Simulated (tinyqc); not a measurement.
Inside a calculation. Method: geometry optimisation on the RHF/6-31g surface (energies and gradients from PySCF), for H3+, spin multiplicity 1. Computed by tinyqc, a small Python program that keeps every step (integrals from PySCF). Settings: charge = 1, multiplicity = 1, basis = 6-31g, optimiser = bfgs, first Hessian = 0.6, largest step = 0.3, iteration cap = 30. Command: `OMP_NUM_THREADS=1 python tinyqc.py 29603 29604 out.jsonl` (the two numbers bound the seeds that draw the settings). One thread of a shared host (Intel(R) Xeon(R) Processor @ 2.60GHz), about 0.3 s of CPU time with the checks.

## Step 1: energy and gradient

positions at the start (bohr):
```
          x        y        z
1H  -0.1058  -0.0775  -0.0510
2H   0.0699   0.1191   1.5590
3H   0.0491   1.6346   0.8201
```

Self-consistent energy and analytic gradient at these positions.

energy = -1.265885 hartree

gradient (hartree/bohr):
```
            x          y          z
1H  -0.003428  -0.034703  -0.020399
2H   0.000468  -0.010499   0.008214
3H   0.002960   0.045202   0.012184
```

## Step 1: move

Quasi-Newton step p = -H^(-1) g (first H = 0.6 times the unit matrix); steps longer than 0.3 bohr are cut back.

positions after step 1 (bohr):
```
          x        y        z
1H  -0.1001  -0.0196  -0.0170
2H   0.0691   0.1366   1.5453
3H   0.0442   1.5593   0.7998
```

## Step 2: energy and gradient

As before.

energy = -1.271247 hartree

gradient (hartree/bohr):
```
            x          y          z
1H  -0.001707  -0.024833  -0.007470
2H  -0.000613  -0.000640  -0.005633
3H   0.002320   0.025473   0.013103
```

## Step 2: move

inverse Hessian in use (bohr^2/hartree), lower triangle:
```
         1        2        3        4        5        6       7       8
1   1.6730
2   0.0888   2.8211
3   0.0284   0.4378   1.7825
4   0.0020   0.0165   0.0129   1.6660
5   0.0039   0.1171  -0.0040   0.0081   1.6319
6   0.0174   0.1156   0.1249  -0.0091   0.0899   1.5473
7  -0.0083  -0.1053  -0.0414  -0.0013  -0.0121  -0.0082  1.6762
8  -0.0928  -1.2715  -0.4338  -0.0246  -0.0823  -0.2055  0.1173  3.0205
9  -0.0458  -0.5534  -0.2408  -0.0038  -0.0859  -0.0055  0.0496  0.6393

        9
9  1.9129
```

Quasi-Newton step p = -H^(-1) g (the inverse Hessian comes from BFGS updates; coordinates in the order x, y, z of each atom); steps longer than 0.3 bohr are cut back.

positions after step 2 (bohr):
```
          x       y       z
1H  -0.0918  0.0945  0.0222
2H   0.0713  0.1442  1.5633
3H   0.0337  1.4375  0.7427
```

## Step 3: energy and gradient

As before.

energy = -1.273246 hartree

gradient (hartree/bohr):
```
            x          y          z
1H   0.002063   0.012740   0.015185
2H  -0.001228   0.011046  -0.015681
3H  -0.000835  -0.023786   0.000496
```

## Step 3: move

inverse Hessian in use (bohr^2/hartree), lower triangle:
```
         1        2        3        4        5        6       7       8
1   1.6676
2   0.0314   2.2578
3  -0.0026   0.0898   1.6097
4   0.0024   0.0268   0.0136   1.6666
5  -0.0106  -0.0660  -0.0774   0.0061   1.6097
6   0.0269   0.2801   0.1573  -0.0027   0.0782   1.6129
7  -0.0033  -0.0583  -0.0110  -0.0024   0.0045  -0.0242  1.6723
8  -0.0209  -0.5252  -0.0124  -0.0329   0.1229  -0.3583  0.0538  2.0689
9  -0.0243  -0.3698  -0.1003  -0.0109  -0.0008  -0.1035  0.0351  0.3706

        9
9  1.8704
```

As before.

positions after step 3 (bohr):
```
          x       y        z
1H  -0.0955  0.0571  -0.0003
2H   0.0719  0.1327   1.5732
3H   0.0368  1.4865   0.7552
```

## Convergence

Stop when the largest gradient component is below 3e-5 hartree/bohr. The inverse Hessian follows the BFGS update with s = step, y = change of gradient.

Course of the optimisation:

| step | E (hartree) | largest gradient (hartree/bohr) |
|---|---|---|
| 1 | -1.265885 | 4.52e-02 |
| 2 | -1.271247 | 2.55e-02 |
| 3 | -1.273246 | 2.38e-02 |
| 4 | -1.274183 | 4.82e-03 |
| 5 | -1.274284 | 1.48e-03 |
| 6 | -1.274294 | 2.50e-04 |
| 7 | -1.274294 | 5.69e-05 |
| 8 | -1.274294 | 1.73e-05 |

Final distances (angstrom):

| pair | distance |
|---|---|
| 2H-1H | 0.8443 |
| 3H-1H | 0.8443 |
| 3H-2H | 0.8443 |

Converged in 8 steps.
